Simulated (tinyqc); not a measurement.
Electron-beam lithography: double-Gaussian proximity function, edge placement and dose correction for parallel lines: one step, computed by the program tinyqc. Command: `OMP_NUM_THREADS=1 python tinyqc.py 3113815 3113816 out.jsonl proximity walk`. One thread of a shared host (Intel(R) Xeon(R) Processor @ 2.30GHz), about 0.01 s of CPU time with the checks.

Lines are infinitely long. Absorbed energy is counted so that the middle of a very large area written at dose 1 receives 1; the resist develops where it exceeds 1/2.

Question. Dose to size and latitude. A test line of width w << beta in surroundings of density rho, all at dose d: near its edge E(x) = d [S + eta rho]/(1 + eta), S = [erf((b - x)/alpha) - erf((a - x)/alpha)]/2 for edges a and b, the second term being the background energy. Dose to size d_s = (1 + eta)/(erf(w/alpha) + 2 eta rho), dose = d_s D0; edge slope d [1 - exp(-w^2/alpha^2)]/(sqrt(pi) alpha (1 + eta)); width change per 1 % of dose = 2 x 0.01 x (1/2)/slope.

Inputs (values chosen for the exercise, of the order of those for 30 keV electrons in resist on silicon):
```
quantity                              value               unit
forward range alpha                   0.016         micrometre
backscatter ratio eta                   0.9                  -
base dose D0                             93  microcoulomb/cm^2
width of the test line                 0.26         micrometre
pattern density around the test line  0.087                  -
```

Give: dose to size d_s; dose; edge slope; width change per 1 % of dose; background energy.

Answer.

dose to size d_s = 1.643

dose = 152.8 microcoulomb/cm^2

edge slope = 0.03049 1/nm

width change per 1 % of dose = 0.3280 nm

background energy = 0.06770

The background supplies 14 % of the threshold.
